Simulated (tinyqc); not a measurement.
Off-state leakage of single and stacked transistors: two steps of the calculation.

n-channel devices of unit width. Subthreshold current I(Vg, Vs, Vd) = I0 (T/300 K)^0.5 exp[(Vg - Vs - VT(T) - gb (Vs - Vb) + dd (Vd - Vs))/(nf Vt)] (1 - exp(-(Vd - Vs)/Vt)), VT(T) = VT - cT (T - 300 K). Gate-edge tunnelling Ig (Vd/1 V) exp(ag (Vd - 1 V)), for a gate at 0 V, and band-to-band leakage Ab u exp(-Bb/u), u = Vd - Vb + 1 V, flow at a drain held at V; both are taken as independent of T. In a stack of off transistors (all gates at 0 V) the same subthreshold current passes through each.

Values chosen for this exercise; values of the order met in bulk silicon logic transistors: temperature T = 330 K; supply voltage V = 0.9 V; threshold at 300 K, zero drain and body bias VT = 0.36 V; fall of the threshold with temperature cT = 0.9 mV/K; current at threshold at 300 K I0 = 0.29 uA/um; slope factor nf = 1.23; drain-induced lowering per volt dd = 0.11; rise of the threshold per volt of source-body bias gb = 0.2; gate-edge tunnelling current at 1 V Ig = 0.0001 uA/um; exponential slope of the gate current ag = 5.1 1/V; prefactor of band-to-band leakage at the drain Ab = 7 uA/(um V); its exponential voltage Bb = 27 V; body voltage Vb = -0.6 V.

Constants: q = 1.602176634e-19 C, kB = 1.380649e-23 J/K, Vt = kB T/q. Results are converted to the units shown.

Task 1. Leakage of one transistor. Vg = Vs = 0, Vd = V; effective threshold VT(T) - gb Vb - dd V.

Find: effective threshold; parts; total; shares.

Result 1.

effective threshold = 0.35400 V
parts (nA/um): subthreshold 0.012238, gate edge 0.054045, band-to-band 0.35699
total = 0.42327 nA/um
shares (%): subthreshold 2.8913, gate edge 12.768, band-to-band 84.340

The band-to-band part is the largest.

Task 2. New Vx. Stack of two, Vx the node between them: I_low = I(0, 0, Vx), I_up = I(0, Vx, V), f = ln(I_up/I_low), f' = -(1 + gb + 2 dd)/(nf Vt) - 1/(Vt (exp(Vx/Vt) - 1)) - 1/(Vt (exp((V - Vx)/Vt) - 1)), Vx(new) = Vx - f/f'.

Vx at the start = 0.07 V

Wanted: I_low; I_up; f; f'; Vx after iteration 1.

Result 2.

I_low = 8.2298e-4 nA/um
I_up = 8.8950e-4 nA/um
f = 0.077725
f' = -43.877 1/V
Vx after iteration 1 = 0.071771 V

tinyqc, about 0.03 s, one thread, Intel Xeon 2.30GHz (shared host): `OMP_NUM_THREADS=1 python tinyqc.py 2242126 2242127 out.jsonl`
